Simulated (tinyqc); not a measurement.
Inside a calculation. Model: hot carriers by balance equations with a heated Maxwellian. Computed by tinyqc, a small Python program that keeps every step. Command: `OMP_NUM_THREADS=1 python tinyqc.py 3023744 3023745 out.jsonl hot walk`. One thread of a shared host (Intel(R) Xeon(R) Processor @ 2.30GHz), about 0.02 s of CPU time with the checks. Intermediate numbers are printed to about 6 digits and carried at full precision; extremes and crossings named in words are read from the listed rows.

The carriers follow a Maxwellian at an electron temperature T_e, slightly displaced; the drift energy is neglected against k_B T_e. The balance averages the rate, not the time, so mu_0 lies below the relaxation-time value.

Inputs (values chosen for the exercise, modelled on electrons in germanium):

| quantity | value | unit |
|---|---|---|
| effective mass m | 0.224 | m_0 |
| density rho | 5323 | kg/m^3 |
| sound velocity v_l | 5270 | m/s |
| acoustic deformation potential D_A | 12 | eV |
| phonon energy hbar w | 32.3 | meV |
| optical or intervalley deformation potential D_o | 4.5 | 1e8 eV/cm |
| final valleys Z_f | 3 | - |
| lattice temperature T | 300 | K |
| electric field F | 15 | kV/cm |
| iteration cap | 300 | - |

Band: parabolic. Solver: Newton.

Constants: k_B = 8.617333262e-05 eV/K; k_B = 1.380649e-23 J/K; e = 1.602176634e-19 C; hbar = 1.054571817e-34 J s; m_0 = 9.1093837015e-31 kg; hbar = 6.582119569e-16 eV s.

## Equilibrium values

Parabolic band: E = hbar^2 k^2/(2 m), speed v = hbar k/m, states per spin, volume and energy g(E) = m k/(2 pi^2 hbar^2). Masses are multiplied by m_0 and all formulas are in SI units. Phonon occupation N_q = 1/(exp(hbar w/(k_B T)) - 1). Acoustic deformation potential (elastic, equipartition, absorption and emission together): 1/tau = 2 pi k_B T D_A^2 g(E)/(hbar rho v_l^2). Optical or intervalley deformation potential: 1/tau = (pi Z_f D_o^2/(rho w)) [N_q g(E + hbar w) + (N_q + 1) g(E - hbar w)], with g = 0 below the band edge. Averages over the Maxwellian, <y> = int y x^(1/2) exp(-x) dx / int x^(1/2) exp(-x) dx with x = E/(k_B T_e), split at x_0 = hbar w/(k_B T_e): 64 Gauss-Legendre points in sqrt(x) below it and 128 in sqrt(x - x_0) above it, up to x = 32. Momentum balance: mu(T_e) = e/(m nu), nu = <x (sum of rates)>/<x>. Power lost per carrier: P(T_e) = hbar w <emission rate - absorption rate> + <(2 m v_l^2/(k_B T)) (E - 2 k_B T) acoustic rate>. Energy relaxation time at weak heating: tau_E = (3/2) k_B / (dP/dT_e), the derivative by a central difference of +/- 0.5 K at T_e = T.

low-field mobility mu_0 = 1646.14 cm^2/(V s)

energy relaxation time tau_E = 2.12500 ps

tau_E is 10.1 times the momentum relaxation time m mu_0/e: energy is lost more slowly than direction, which is why carriers heat.

## Balance functions

The field that sustains T_e follows from e mu F^2 = P.

Against the electron temperature:

| T_e (K) | mu (cm^2/(V s)) | P optical (1e9 eV/s) | P acoustic (1e9 eV/s) | F (kV/cm) | drift velocity (1e7 cm/s) |
|---|---|---|---|---|---|
| 330 | 1555.71 | 1.7655 | 3.74402e-02 | 1.0765 | 0.167477 |
| 390 | 1411.54 | 5.1349 | 1.22105e-01 | 1.9299 | 0.272406 |
| 480 | 1254.60 | 9.7634 | 2.70927e-01 | 2.8281 | 0.354811 |
| 600 | 1108.94 | 15.2202 | 5.04843e-01 | 3.7657 | 0.417589 |
| 900 | 892.06 | 26.2890 | 1.23661e+00 | 5.5548 | 0.495525 |
| 1500 | 683.55 | 42.3939 | 3.19291e+00 | 8.1665 | 0.558220 |
| 2400 | 537.41 | 59.8149 | 7.06780e+00 | 11.1559 | 0.599527 |
| 3600 | 437.52 | 77.4877 | 1.36027e+01 | 14.4290 | 0.631302 |

Optical phonons take 98 % of the power in the first row and 85 % in the last. The velocity grows as F^0.83 at first and as F^0.20 at the end, so it levels off; if optical phonons alone set both balances the limit at high T_e would be sqrt(3 hbar w tanh(hbar w/2 k_B T)/(4 m)) = 1.03 in the same unit. Rows above 1400 K (k_B T_e > 0.12 eV) stretch the parabolic band.

## First iteration

Newton: h(T_e) = P - e mu F^2, T_new = T_e - h/h', with h' by a central difference of +/- 0.5 K, limited to the range T to 3 T_e. Start at T_e = 1.5 T.

mu at the start = 1300.98 cm^2/(V s)

P at the start = 8.49453e+09 eV/s

new T_e = 1127.50 K

## The whole iteration

Start at T_e = 1.5 T; stop when T_e moves by less than 1e-6 K or exceeds 1e6 K.

Course of the iteration:

| iteration | T_e (K) | mu (cm^2/(V s)) | step (K) |
|---|---|---|---|
| 1 | 450.00 | 1300.98 | 6.77502e+02 |
| 2 | 1127.50 | 792.55 | 1.26502e+03 |
| 3 | 2392.53 | 538.26 | 1.14734e+03 |
| 4 | 3539.87 | 441.27 | 2.79983e+02 |
| 5 | 3819.85 | 424.61 | 8.64571e+00 |
| 6 | 3828.49 | 424.12 | 7.24513e-03 |
| 7 | 3828.50 | 424.12 | 5.10818e-09 |

electron temperature T_e = 3828.50 K

Converged in 7 iterations.

## Drift velocity

v = mu(T_e) F; warm-carrier coefficient (mu/mu_0 - 1)/F^2.

mobility mu(T_e) = 424.124 cm^2/(V s)

drift velocity = 0.636185 1e7 cm/s

mu/mu_0 = 0.257648

(mu/mu_0 - 1)/F^2 = -0.00329934 cm^2/kV^2

T_e/T = 12.76; the simple estimate T + (2/3) e mu_0 F^2 tau_E/k_B would give 6389 K, too high since mu falls and tau_E changes as the gas heats. Caution: k_B T_e exceeds 0.12 eV, where non-parabolicity and a non-Maxwellian tail matter.

Checks made by the program: detailed balance, P(T_e = T) = 0, on the scale of P at 1.1 T (relative difference below 1e-10).
